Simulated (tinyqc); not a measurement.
As the film thickens, and with more bath resistance: electroplating on a thin resistive seed layer: kinetics, Wagner number and the terminal effect across a wafer. Computed by tinyqc, a small Python program. Command: `OMP_NUM_THREADS=1 python tinyqc.py 3120721 3120722 out.jsonl terminal walk`. One thread of a shared host (Intel(R) Xeon(R) Processor @ 2.30GHz), about 0.02 s of CPU time with the checks.

Current enters the seed at the rim. The bath is treated as a local resistance per area (no lateral flow in the liquid), two electrons per ion, molar volume 7.11 cm^3/mol, Faraday constant F = e N_A, kinematic viscosity 0.01 cm^2/s, omega = 2 pi x rpm/60; k_B T/e is in volts.

Inputs (values chosen for the exercise, of the order of those for copper plating on a thin cobalt or ruthenium seed): wafer radius R = 10 cm; seed thickness t = 22 nm; seed resistivity = 4 microohm cm; bath conductivity kappa = 0.032 S/cm; gap to the anode h = 8.6 cm; extra resistance of a porous plate = 78 ohm cm^2; exchange current density i_0 = 0.04 mA/cm^2; cathodic transfer coefficient alpha = 0.63; mean current density = 2.2 mA/cm^2; diffusivity of the metal ion = 6.9e-06 cm^2/s; metal ion concentration = 0.31 mol/L; rotation rate = 60 rpm; temperature T = 298 K.

Constants: e = 1.602176634e-19 C; N_A = 6.02214076e+23 1/mol; k_B = 8.617333262e-05 eV/K.

Method:
- Growth rate = i V_m/(2 F). Levich limit i_L = 0.62 x 2 F D^(2/3) omega^(1/2) nu^(-1/6) c. Tafel overpotential eta = (k_B T/(alpha e)) ln(i/i_0); kinetic resistance k_B T/(alpha e i); bath resistance h/kappa + plate; R_s = resistivity/t; Wagner number = kinetic resistance x kappa/R.
- Full model: seed potential phi(r) with (1/r)(r phi')' = R_s i, where i solves phi = R_b i + (k_B T/(alpha e)) ln(i/i_0) (phi being the driving voltage left at r); phi'(0) = 0 and phi'(R) = R_s i_mean R/2. Solved by collocation to a tolerance of 1e-7.
- The film is taken as uniform, with the seed resistivity; the last column adds 100 ohm cm^2 to R_b. Extra power of that plate = i^2 x 100 ohm cm^2 x area.

sheet resistance R_s = 1.81818 ohm/square

bath resistance R_b = 346.75 ohm cm^2

Edge over centre:
```
thickness (nm)  R_s (ohm/square)  as given  with 100 ohm cm^2 more
22                        1.8182    1.1284                  1.1001
33                        1.2121    1.0847                  1.0662
44                        0.9091    1.0632                  1.0494
66                        0.6061    1.0419                  1.0328
110                       0.3636    1.0250                  1.0196
220                       0.1818    1.0125                  1.0098
440                       0.0909    1.0062                  1.0049
```

extra power = 0.15205 W

The ratio falls below 1.1 from 33.0 nm on as given, and from 33.0 nm on with the added resistance: what counts is R_s R^2 against the sum of kinetic and bath resistance.
